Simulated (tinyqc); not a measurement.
# From one set of inputs to another, one input at a time

Model: growth of a silicide layer between metal and silicon: linear-parabolic kinetics, ramp anneals and Kissinger analysis. Computed by tinyqc, a small Python program. Command: `OMP_NUM_THREADS=1 python tinyqc.py 3003366 3003367 out.jsonl silicide ladder`. One thread of a shared host (Intel(R) Xeon(R) Processor @ 2.30GHz), about 0.2 s of CPU time with the checks.

One compound layer of thickness x grows by diffusion through itself and reaction at an interface, dx/dt = 1/(2x/K + 1/v), until the metal is used up at x = a h.

The inputs printed are set A. Set A is modelled on TiSi2; the values taken over come from a set modelled on CoSi. Inputs not listed in the table keep their values of set A, so the rows need not describe a real material.

Inputs (values chosen for the exercise, modelled on TiSi2):

| quantity | value | unit |
|---|---|---|
| metal thickness h | 20 | nm |
| silicide formed per metal thickness a | 2.51 | - |
| prefactor of the parabolic constant K | 2e+11 | nm^2/s |
| activation energy E of K | 1.86 | eV |
| prefactor of the interface velocity v | 1.8e+12 | nm/s |
| activation energy E_v | 2.05 | eV |
| temperature T | 575 | C |
| time t | 580 | s |
| ramp rate beta | 3 | C/s |

Constants: k_B = 8.617333262e-05 eV/K.

Method:
- The silicide ends at the thickness a h.
- K = K0 exp(-E/(k_B T)), v = v0 exp(-E_v/(k_B T)).
- Temperatures in kelvin are T(C) + 273.15.
- x^2/K + x/v = t, so x = (K/(2v)) [sqrt(1 + 4 v^2 t/K) - 1], capped at a h; completion time t_c = (a h)^2/K + a h/v, a h being the final thickness; crossover thickness K/v.
- Ramp from x = 0 at 100 C at the rate beta: dx/dT = (1/beta)/(2x/K + 1/v), integrated adaptively (tolerance 1e-9) until x = a h at T_f.

Each row keeps all changes above it:

| input moved | from | to | completion time (s) | completion temperature T_f (C) | crossover thickness (nm) |
|---|---|---|---|---|---|
| set A | - | - | 1.4635e+03 | 760.46 | 1.4954e+00 |
| prefactor of the interface velocity v (nm/s) | 1.8e+12 | 7.8e+13 | 1.4222e+03 | 759.47 | 3.4509e-02 |
| time t (s) | 580 | 140 | 1.4222e+03 | 759.47 | 3.4509e-02 |
| prefactor of the parabolic constant K (nm^2/s) | 2e+11 | 1.3e+14 | 3.1634e+00 | 542.12 | 2.2431e+01 |
| metal thickness h (nm) | 20 | 74 | 3.3547e+01 | 613.29 | 2.2431e+01 |
| temperature T (C) | 575 | 470 | 1.2809e+03 | 613.29 | 3.2386e+01 |

Completion time goes from 1460 to 1280, a factor 0.875 in all. The largest single move comes from prefactor of the parabolic constant K (a factor 0.00222), and temperature T works against it (a factor 38.2). Completion temperature T_f goes from 760 to 613, a factor 0.806 in all. The largest single move comes from prefactor of the parabolic constant K (a factor 0.714), and metal thickness h works against it (a factor 1.13). Crossover thickness goes from 1.50 to 32.4, a factor 21.7 in all. The largest single move comes from prefactor of the parabolic constant K (a factor 650), and prefactor of the interface velocity v works against it (a factor 0.0231). The single moves hold for this order of the switches; the total does not depend on the order.

Caution (all rows): a disilicide really forms through metal-rich phases and by nucleation, not as one layer from the metal.

Extremes, crossings and ranges named in words are read from the listed rows.
